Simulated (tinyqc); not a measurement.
# Minority-electron transport through the base of a bipolar transistor (Moll-Ross and Kroemer integrals), step by step

A worked calculation. Computed by tinyqc, a small Python program that keeps every step. Command: `OMP_NUM_THREADS=1 python tinyqc.py 3006109 3006110 out.jsonl base walk`. One thread of a shared host (Intel(R) Xeon(R) Processor @ 2.30GHz), about 0.01 s of CPU time with the checks. Intermediate numbers are printed to about 5 digits and carried at full precision; extremes and crossings named in words are read from the listed rows.

Low injection, one dimension, x from the emitter edge (0) to the collector edge (W), s = x/W. Recombination is treated as a small correction (valid for tau_B well below tau_n), computed from the stored charge.

Inputs (values chosen for the exercise, modelled on silicon):
```
quantity,value,unit
intrinsic density n_i at the emitter edge,1e+10,1/cm^3
base doping at the emitter edge N_0,3.3e+19,1/cm^3
base width W,61,nm
mu_min,160,cm^2/(V s)
mu_max,1300,cm^2/(V s)
N_ref,2.7e+17,1/cm^3
saturation velocity v_s,0.83,1e7 cm/s
electron lifetime tau_n,3.7,ns
emitter Gummel number G_E,2.5e+14,s/cm^4
base-emitter voltage V_BE,0.66,V
temperature T,300,K
doping ratio N_0/N(W),3.8,-
gap narrowing across the base dE_g,59,meV
```

Base doping profile: exponential. Gap grading: linear. Exit of the base: saturation velocity.

Constants: k_B = 8.617333262e-05 eV/K; e = 1.602176634e-19 C.

## Profile and built-in field

N(x) = N_0 (ratio)^(-s); n_i(x)^2 = n_i^2 exp(s dE_g/k_B T); D(x) = (k_B T/e) mu, mu = mu_min + (mu_max - mu_min)/(1 + (N/N_ref)^0.7). Field that drives electrons towards the collector, averaged over the base: (k_B T/e) ln[N_0 n_i(W)^2/(N(W) n_i^2)]/W.

Across the base:
```
s,N (1/cm^3),n_i(x)^2/n_i^2,D (cm^2/s),y (s/cm^5)
0.0,3.3000e+19,1.0000,5.1217,6.4431e+18
0.2,2.5267e+19,1.5785,5.3162,3.0111e+18
0.4,1.9346e+19,2.4915,5.5470,1.3998e+18
0.6,1.4813e+19,3.9327,5.8203,6.4714e+17
0.8,1.1342e+19,6.2076,6.1429,2.9743e+17
1.0,8.6842e+18,9.7984,6.5218,1.3589e+17
```

drift factor eta (potential drop in k_B T/e) = 3.6172

mean built-in field = 15.330 kV/cm

## Collector current and transit time

With y(x) = N n_i^2/(D n_i(x)^2): base Gummel number G_B = int_0^W y dx + N(W) n_i^2/(v_s n_i(W)^2); J_C = e n_i^2 exp(e V_BE/k_B T)/G_B; n(x) = (J_C/e)(n_i(x)^2/(N n_i^2)) [int_x^W y dx + the same exit term]; transit time tau_B = (e/J_C) int n dx; trapezoid rule on 401 even points.

base Gummel number G_B = 1.0172e+13 s/cm^4

collector current density J_C = 0.19266 A/cm^2

base transit time tau_B = 1.4887 ps

share of the exit term in G_B = 1.0497 %

mean velocity W/tau_B = 0.40975 1e7 cm/s

Plain diffusion with the D of the emitter edge would take W^2/(2D) = 3.63 ps, 2.44 times the result.

## Gain and speed

Emitter-limited gain beta_E = G_E/G_B; recombination-limited gain beta_R = tau_n/tau_B; 1/beta = 1/beta_E + 1/beta_R; f_T from the base alone = 1/(2 pi tau_B).

beta_E = 24.576

beta_R = 2485.3

current gain beta = 24.335

f_T from the base alone = 106.91 GHz

The gain is limited mainly by hole injection into the emitter (99 % of the base current).

## What grading buys

The formulas are those given above.

The same base with other gradings:
```
dE_g (meV),dE_g/k_B T,G_B (s/cm^4),J_C gain,tau_B (ps),speed gain
0,0.000,2.1047e+13,1.0000,2.5280,1.0000
25,0.967,1.4787e+13,1.4234,1.9687,1.2841
50,1.934,1.1119e+13,1.8929,1.5937,1.5862
75,2.901,8.8136e+12,2.3880,1.3305,1.9000
100,3.868,7.2685e+12,2.8957,1.1381,2.2212
150,5.802,5.3631e+12,3.9244,0.8791,2.8757
200,7.736,4.2452e+12,4.9579,0.7144,3.5384
300,11.605,2.9953e+12,7.0268,0.5187,4.8733
```

At 100 meV J_C rises by a factor 2.90 and the transit is 2.22 times faster; at 300 meV the factors are 7.03 and 4.87. For a uniform base without exit term both tend to be linear in dE_g/k_B T, J_C as x/(1 - exp(-x)) and the speed as x/2. From 200 meV on the mean velocity W/tau_B exceeds v_s, so those speed gains are overstated.

Checks made by the program: Gummel integral against a 60-point Gauss rule (relative difference 8e-07).
